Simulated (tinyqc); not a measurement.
Resistance of a tapered via with liner, size effect and interface: via resistance against the height.

A round via whose diameter grows from db at the bottom as D(z) = db + 2 z/tan(ang). The fill, of diameter D - 2 tl, starts above the bottom liner (thickness fb tl) and has rho = rho0 (1 + ks lam/(D - 2 tl)); the sidewall liner conducts in parallel with it. The bottom liner and the interface are crossed over the full area pi db^2/4. Spreading in the lines above and below is left out.

Slices between z0 = fb tl and hv, evaluated at their midpoints: conductance per length pi/4 [(D - 2 tl)^2/rho + (D^2 - (D - 2 tl)^2)/rl], slice resistance = slice height over that. 2000 slices. R_fill = sum of the slices; R_bottom = rl fb tl/(pi db^2/4); R_interface = ri/(pi db^2/4); ballistic (Sharvin) limit 1/(Sb pi (db - 2 tl)^2/4); ideal cylinder rho0 hv/(pi db^2/4).

Inputs (values chosen for the exercise); fill metal close to tungsten: diameter at the bottom db = 9.9 nm; sidewall angle ang = 85 degrees; bulk resistivity of the fill rho0 = 5.45 uohm cm; mean free path of the fill lam = 15.9 nm; size-effect factor ks = 1.1; liner on the sidewall tl = 2 nm; liner at the bottom over that on the sidewall fb = 0.7; resistivity of the liner rl = 390 uohm cm; interface resistivity at the bottom ri = 1e-12 ohm cm^2; ballistic conductance per area, about 3/(4 rho0 lam) Sb = 9.1e14 S/m^2.

The same in every row: R_bottom (ohm) = 70.930; R_interface (ohm) = 1.2991; ballistic limit (ohm) = 40.194.

Results:
```
hv (nm)  R_fill (ohm)  R (ohm)  R over ideal cylinder  largest part
5.9            24.942   97.172                 23.262  bottom liner
12             49.000   121.23                 14.269  bottom liner
18             65.759   137.99                 10.828  bottom liner
26             81.596   153.83                 8.3564          fill
38             97.227   169.46                 6.2985          fill
55             110.63   182.86                 4.6960          fill
79             121.39   193.62                 3.4617          fill
```

Estimate the missing row, hv = 8.6 nm.

Computed row:
```
hv (nm)  R_fill (ohm)  R (ohm)  R over ideal cylinder  largest part
8.6            36.698   108.93                 17.890  bottom liner
```

With this row back in the table: R rises from 97.2 to 194 ohm. The bottom liner is the largest part at hv = 5.9, the fill from 26 on. The share of the two bottom terms goes from 74.3 to 37.3 %. For hv = 5.9, 8.6, 12, 18 the ballistic limit exceeds half of R_fill, so the diffusive model understates R.

Computed by the program tinyqc: `OMP_NUM_THREADS=1 python tinyqc.py 2750014 2750015 out.jsonl`, one thread of a shared Intel Xeon 2.30GHz, about 0.01 s for the whole run.
